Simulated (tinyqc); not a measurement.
# Changing the temperature T

Model: thermal boundary conductance by the acoustic and diffuse mismatch models. Computed by tinyqc, a small Python program. Command: `OMP_NUM_THREADS=1 python tinyqc.py 3028838 3028839 out.jsonl kapitza sweep`. One thread of a shared host (Intel(R) Xeon(R) Processor @ 2.30GHz), about 0.01 s of CPU time with the checks.

Each side has one longitudinal and two transverse Debye branches, omega = v q up to q_D = (6 pi^2 n)^(1/3), with n counting all atoms. Scattering at the interface is elastic. Electrons are left out of G, also for metals. Melting is ignored. G refers to the temperatures of the phonons sent towards the interface. Linear branches over all atoms overstate G at high T, most for crystals with several atoms a cell.

Inputs (values chosen for the exercise, modelled on sapphire (side 1) and aluminium (side 2)):
```
quantity,value,unit
density rho_1,3.88,g/cm^3
longitudinal velocity vL_1,11200,m/s
transverse velocity vT_1,6420,m/s
atom density n_1,117,1/nm^3
conductivity kappa_1,35.5,W/(m K)
density rho_2,2.65,g/cm^3
longitudinal velocity vL_2,6410,m/s
transverse velocity vT_2,3090,m/s
atom density n_2,61.7,1/nm^3
conductivity kappa_2,235,W/(m K)
thickness d_1,5.4,nm
thickness d_2,36000,nm
heat flux J,0.57,kW/cm^2
```

Structure: film on a substrate.

Constants: hbar = 1.054571817e-34 J s; k_B = 1.380649e-23 J/K.

Method:
- omega_c = v q_D for each branch, given as hbar omega_c/k_B; impedance Z = rho v.
- No mode conversion. t(theta) = 4 Z_1 Z_2 cos(theta_1) cos(theta_2)/N^2, with N = Z_2 cos(theta_1) + Z_1 cos(theta_2) for L (the form for pressure waves) and N = Z_1 cos(theta_1) + Z_2 cos(theta_2) for both T branches (the form for shear waves polarised along the interface); sin(theta_2) = (v_2/v_1) sin(theta_1), and t = 0 beyond the critical angle arcsin(v_1/v_2); the mean over the incoming flux is alpha = 2 int t sin(theta_1) cos(theta_1) d theta_1 (64 Gauss-Legendre points).
- G = (k_B^4 T^3/(8 pi^2 hbar^3)) int W(x) x^4 e^x/(e^x - 1)^2 dx, x = hbar omega/(k_B T). Acoustic mismatch: W = sum over the three branches of alpha(1 to 2)/v_1^2, each up to the lower of its two cut-offs. Diffuse mismatch: W = S_1 S_2/(S_1 + S_2), where S_i sums 1/v^2 over the branches of side i still below their cut-off. Radiation limit: W = min(S_1, S_2). The integral is split at the four cut-offs (64 Gauss-Legendre points a piece, x at most 45).
- Boundary resistance R = 1/G and Kapitza length kappa_2/G use the diffuse value.
- In series: Delta T = J (d_1/kappa_1 + R + d_2/kappa_2), with bulk conductivities in the layers and one-dimensional flow.

One run for each value:
```
temperature T (K),"G, diffuse mismatch (MW/(m^2 K))","G, acoustic mismatch (MW/(m^2 K))",Kapitza length in side 2 (nm),interface share of film plus interface
3.0,1.252e-02,1.287e-02,1.877e+07,1.0000
5.7,8.589e-02,8.827e-02,2.736e+06,1.0000
11.0,6.173e-01,6.344e-01,3.807e+05,0.9999
20.0,3.710e+00,3.813e+00,6.334e+04,0.9994
38.0,2.488e+01,2.533e+01,9.445e+03,0.9962
71.0,1.244e+02,1.113e+02,1.889e+03,0.9814
130.0,3.954e+02,2.656e+02,5.943e+02,0.9433
250.0,7.912e+02,4.305e+02,2.970e+02,0.8926
480.0,1.020e+03,5.159e+02,2.304e+02,0.8657
900.0,1.099e+03,5.445e+02,2.138e+02,0.8568
```

What does the table show, and why?

Over the rows, G, diffuse mismatch (MW/(m^2 K)) rises from 0.0125 to 1100 (exponent d ln y / d ln x 3.0 between the first rows and 0.12 between the last); G, acoustic mismatch (MW/(m^2 K)) rises from 0.0129 to 545 (exponent d ln y / d ln x 3.0 between the first rows and 0.086 between the last); Kapitza length in side 2 (nm) falls from 1.88e7 to 214 (exponent d ln y / d ln x -3.0 between the first rows and -0.12 between the last). At the low end the exponent of G, diffuse mismatch is 3.00, close to 3: the T^3 law of long waves. At the low end the exponent of G, acoustic mismatch is 3.00, close to 3: the T^3 law of long waves. G follows the heat capacity of the modes that both sides share: T^3 while only long waves are excited, flat once k_B T passes the shared cut-offs. The conductivities are held fixed here.

Caution (rows 3.00, 5.70, 11.0, 20.0, 38.0, 71.0, 130): kappa_2 is of room-temperature size, so the Kapitza length is only nominal at this T. Caution (rows 3.00, 5.70, 11.0): the rise is not small against T, so constant conductivities fail; a rise of thousands of kelvin would destroy the stack. Caution (rows 3.00, 5.70, 11.0, 20.0, 38.0, 71.0, 130): the conductivities are of room-temperature size; at this T real values can differ much and free paths can be long. Caution (all rows): R from emitted-phonon temperatures is too large for use in series with Fourier layers, by up to a factor of about 2. Caution (all rows): layers this thin are often below the phonon free path, where bulk conductivities and independent interfaces no longer hold. Caution (rows 250, 480, 900): at this temperature short waves carry the heat; linear branches up to q_D overstate their velocity, and inelastic processes, left out here, grow with T.
